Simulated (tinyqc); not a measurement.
Complex band structure along [001] in sp3s* tight binding, step by step. Values are carried at full precision from step to step, so a last printed digit may differ when a step is redone from the rounded ones.

For k = (0, 0, kz) the phase sums are g0 = cos(phi) and g3 = i sin(phi), phi = kz a/4, and the s, pz, s* orbitals of anion (a) and cation (c) decouple from px, py. With z = exp(i phi), H(z) = H0 + z T + T^T/z for any complex z. H0 is diagonal (Esa, Epa, Exa, Esc, Epc, Exc). The anion-cation block is B(z) = z U + W/z and the cation-anion block z W^T + U^T/z, where U has Vss/2 (s,s), Vsapc/2 (s,z), -Vscpa/2 (z,s), Vxx/2 (z,z), Vxapc/2 (s*,z), -Vpaxc/2 (z,s*), and W has the same values with the s-z and s*-z signs reversed. |z| = 1 is a band state, |z| < 1 decays along [001] as exp(-kappa d) over a distance d, kappa = -(4/a) ln|z|. No spin-orbit coupling.

Parameters, chosen for this exercise (out of a larger set: near a published set for AlAs, fitted to gaps, whose masses and valley positions are rough (light masses up to twice too heavy); not measured data):
```
symbol  value                                                                                          unit      meaning
p       (-7.584, 0.978, -1.175, 3.544, 7.43, 6.677, -6.626, 1.877, 4.321, 5.075, 5.507, 4.503, 4.969)  eV        order Esa, Epa, Esc, Epc, Exa, Exc, Vss, Vxx, Vxy, Vsapc, Vscpa, Vxapc, Vpaxc
dE      1.02                                                                                           eV        E - Ev
a       5.659                                                                                          angstrom  lattice constant
```

## The layer matrices

Parameters in the order Esa, Epa, Esc, Epc, Exa, Exc, Vss, Vxx, Vxy, Vsapc, Vscpa, Vxapc, Vpaxc. Form H0 and T.

diagonal of H0 (eV): sa -7.5840, za 0.9780, s*a 7.4300, sc -1.1750, zc 3.5440, s*c 6.6770

T (eV):
```
          sa      za      s*a       sc      zc      s*c
sa    0.0000  0.0000   0.0000  -3.3130  2.5375   0.0000
za    0.0000  0.0000   0.0000  -2.7535  0.9385  -2.4845
s*a   0.0000  0.0000   0.0000   0.0000  2.2515   0.0000
sc   -3.3130  2.7535   0.0000   0.0000  0.0000   0.0000
zc   -2.5375  0.9385  -2.2515   0.0000  0.0000   0.0000
s*c   0.0000  2.4845   0.0000   0.0000  0.0000   0.0000
```

## Edges at Gamma

At z = 1 the levels follow from the blocks [[Esa, Vss], [Vss, Esc]] and [[Epa, Vxx], [Vxx, Epc]]: Ev is the lower p root, and the direct gap ends at the lower of the upper roots.

Ev = -0.0126 eV
EG (direct gap) = 2.9933 eV

## Complex wave vectors at one energy in the gap

Solve det(H0 - E + z T + T^T/z) = 0 with E = Ev + dE, as the linear problem [[0, 1], [-T^T, E - H0]] x = z [[1, 0], [0, T]] x. Roots come as z, -z, 1/z and conjugates; list those with 0 < |z| < 1 and Re z, Im z >= 0, by falling |z|. Re kz = arg(z)/(pi/2) in units of 2 pi/a, kappa = -(4/a) ln|z|.

Decaying roots:
```
Re z      Im z     |z|  Re kz (2 pi/a)  kappa (1/angstrom)
0.7832  0.0000  0.7832          0.0000              0.1727
0.1640  0.4394  0.4690          0.7726              0.5351
```

The slowest root has kappa = 0.1727 1/angstrom at Re kz = 0.000: a purely imaginary k at Gamma. The probability falls by exp(-2 kappa d), a factor 31.6 over 1 nm.

## The px, py block

For px and py the determinant gives (E - Epa)(E - Epc) = Vxx^2 cos^2(phi) + Vxy^2 sin^2(phi). With phi = i kappa a/4 this is sinh^2(kappa a/4) = ((E - Epa)(E - Epc) - Vxx^2)/(Vxx^2 - Vxy^2), E = Ev + dE. Parameters in the order Esa, Epa, Esc, Epc, Exa, Exc, Vss, Vxx, Vxy, Vsapc, Vscpa, Vxapc, Vpaxc.

sinh^2(kappa a/4) = 0.23751
kappa of the heavy-hole branch = 0.3321 1/angstrom

This branch decays faster than the slowest root of the s-pz block (0.1727), by a factor 1.92 in kappa.

## Checks

- Largest distance of a level of the 6 x 6 block at kz = 0.37 (2 pi/a) from a level of the full matrix, against zero (eV): both 0.000000.

(tinyqc, `OMP_NUM_THREADS=1 python tinyqc.py 1481252 1481253 out.jsonl`, Intel(R) Xeon(R) Processor @ 2.30GHz, 1 thread, shared host, about 0.01 s.)
